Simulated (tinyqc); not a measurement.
Classical nucleation, growth and JMAK kinetics of crystallisation from a melt or glass: one step, computed by the program tinyqc.

A spherical nucleus cap on a flat wall with a sharp interface of isotropic energy gamma; lambda = Omega^(1/3) is the jump distance.

Task: Fraction transformed and grain size. JMAK with steady nucleation and growth, nuclei spread at random: extended fraction X_e = (pi/3) I u^3 t^4, X = 1 - exp(-X_e); t_X = [-3 ln(1 - X)/(pi I u^3)]^(1/4); final grains per volume = Gamma(5/4) (3/pi)^(1/4) (I/u)^(3/4), Gamma(5/4) = 0.9064024771. Grain size = (grains per volume)^(-1/3).

Inputs (values chosen for the exercise, for a model substance):
```
quantity                    value        unit
atomic volume Omega          24.9  angstrom^3
temperature T                 791           K
wall area per volume S_v   340000         1/m
time t                    1.4e-05           s
```

Nucleation: on a flat wall. Driving force: Turnbull (linear).

nucleation rate I = 4.154375e+22 1/(m^3 s)

growth velocity u = 3.527842e-08 m/s

Give: extended fraction; fraction X at t; half time t_0.5; grains per volume; grain size.

Result:

extended fraction = 7.338e-20

fraction X at t = 7.338e-20

half time t_0.5 = 0.7761 s

grains per volume = 3.203e+22 1/m^3

grain size = 0.03149 micrometre

t is 1.8e-5 half times: nearly nothing has crystallised. Caution: homogeneous nucleation, left out here, would be as fast or faster: the wall offers too few sites or too small a cut in the barrier. Caution: homogeneous nucleation, left out here, would be as fast or faster. Caution: grains come out smaller than the spacing of the walls, so nuclei are not spread at random as JMAK assumes.
